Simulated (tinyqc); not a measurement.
Electron mobility in a silicon inversion layer, empirical terms and Matthiessen rule: one step of the calculation.

Inversion layer of sheet density Ns on a uniformly doped body. The mobility terms are empirical power laws with prefactors chosen for the exercise; adding their inverses (Matthiessen) is itself an approximation.

Question. Split C-V extraction. Q(Vg) is the trapezoid sum of Cgc from the first point (where Q is taken as 0); mu_eff = I/((W/L) Q Vd); mu_FE = (dI/dVg)/((W/L) Cox Vd) with a backward difference. Listed from point 4 on.

Inputs (values chosen for the exercise); material values close to those of silicon: gate capacitance Cox = 0.71 uF/cm^2; ratio W/L WL = 20; drain voltage Vd = 0.02 V.

| point | Vg (V) | Cgc (uF/cm^2) | I (uA) |
|---|---|---|---|
| 0 | 0.1 | 5.7185498e-5 | 3.3117541e-9 |
| 1 | 0.2 | 0.0014727251 | 2.2004113e-6 |
| 2 | 0.3 | 0.036143887 | 0.0013858076 |
| 3 | 0.4 | 0.41219481 | 0.35233927 |
| 4 | 0.5 | 0.69066282 | 4.7292847 |
| 5 | 0.6 | 0.70923049 | 13.298276 |
| 6 | 0.7 | 0.70997015 | 23.485020 |
| 7 | 0.8 | 0.70999884 | 34.189067 |
| 8 | 0.9 | 0.70999996 | 44.911953 |
| 9 | 1 | 0.71000000 | 55.405915 |
| 10 | 1.1 | 0.71000000 | 65.544957 |
| 11 | 1.2 | 0.71 | 75.266639 |
| 12 | 1.3 | 0.71 | 84.543260 |

Find: Q; mu_eff; mu_FE.

Answer.

| point | Q (uC/cm^2) | mu_eff (cm^2/(V s)) | mu_FE (cm^2/(V s)) |
|---|---|---|---|
| 4 | 0.07952 | 148.7 | 154.1 |
| 5 | 0.1495 | 222.4 | 301.7 |
| 6 | 0.2205 | 266.3 | 358.7 |
| 7 | 0.2915 | 293.2 | 376.9 |
| 8 | 0.3625 | 309.8 | 377.6 |
| 9 | 0.4335 | 319.5 | 369.5 |
| 10 | 0.5045 | 324.8 | 357.0 |
| 11 | 0.5755 | 327.0 | 342.3 |
| 12 | 0.6465 | 326.9 | 326.6 |

At the last point mu_FE is 0.092 % below mu_eff.

Numbers from tinyqc (`OMP_NUM_THREADS=1 python tinyqc.py 2510172 2510173 out.jsonl`; about 0.01 s on one thread of a shared Intel Xeon 2.30GHz).
